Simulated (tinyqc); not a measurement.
Tail absorption against field: Franz-Keldysh effect at a direct gap.

Parabolic bands, vertical transitions, no excitons. For each hole band j: mr = me mj/(me + mj); joint density of states J_j(E) = (mr/c)^(3/2) sqrt(E - Eg)/(2 pi^2), both spins, c = hbar^2/2m0; averaged matrix element |e.p|^2 = m0 Ep/6; alpha_j(E) = 4 pi^2 alpha_f c Ep J_j/(3 nr E) in 1/angstrom (alpha_f the fine-structure constant, listed as alpha among the constants), times 1e8 for 1/cm.

In a field Fd (1 kV/cm = 1e-5 V/angstrom) the electro-optic energy of band j is th = (c (e Fd)^2/mr)^(1/3), and sqrt(E - Eg) in J_j is replaced by pi sqrt(th) [Ai'(b)^2 - b Ai(b)^2] with b = (Eg - E)/th; Ai is the Airy function.

Constants: hbar^2/2m0 = 3.80998211 eV angstrom^2; fine-structure constant alpha = 0.007297352564.

Inputs chosen for the exercise (near those of InP; not measured data): Eg = 1.332 eV (direct gap); me = 0.08 m0 (electron mass); mhh = 0.586 m0 (heavy-hole mass); mlh = 0.0923 m0 (light-hole mass); Ep = 20.3 eV (Kane energy); nr = 3.34 (refractive index); det = 40 meV (detuning below the gap).

At E = Eg - det; the field takes the values listed. The last column is the length for 10 dB of loss.

Results:

| Fd (kV/cm) | th heavy (meV) | b heavy | alpha (1/cm) | length (micrometre) |
|---|---|---|---|---|
| 10 | 8.15 | 4.908 | 0.000372 | 6.20e+07 |
| 20 | 12.94 | 3.092 | 0.251 | 9.17e+04 |
| 40 | 20.54 | 1.948 | 10.1 | 2.27e+03 |
| 60 | 26.91 | 1.486 | 41.0 | 562 |
| 150 | 49.57 | 0.807 | 298 | 77.3 |
| 250 | 69.68 | 0.574 | 593 | 38.8 |
| 400 | 95.32 | 0.420 | 961 | 24.0 |

Give the missing row, Fd (kV/cm) = 100.

Computed row:
```
Fd (kV/cm)  th heavy (meV)  b heavy  alpha (1/cm)  length (micrometre)
100                  37.83    1.057           144                  160
```

alpha grows by 5.0 decades from 10 to 60 kV/cm and by a factor 1.62 over the last step, where the field grows by 1.6: the exponent (4/3) b^(3/2) goes as 1/Fd, so the gain is steep only while b > 1 (deep in the tail the light-hole pair, with its smaller b, carries most of it), that is up to 100 kV/cm of those listed. Values below about 10 1/cm lie under the Urbach and exciton tails of a real crystal, left out here.

Computed by tinyqc, a small Python program: `OMP_NUM_THREADS=1 python tinyqc.py 1652412 1652413 out.jsonl` (the numbers bound the seed that draws the inputs); one thread of a shared host (Intel(R) Xeon(R) Processor @ 2.30GHz), about 0.01 s for the whole set of steps.
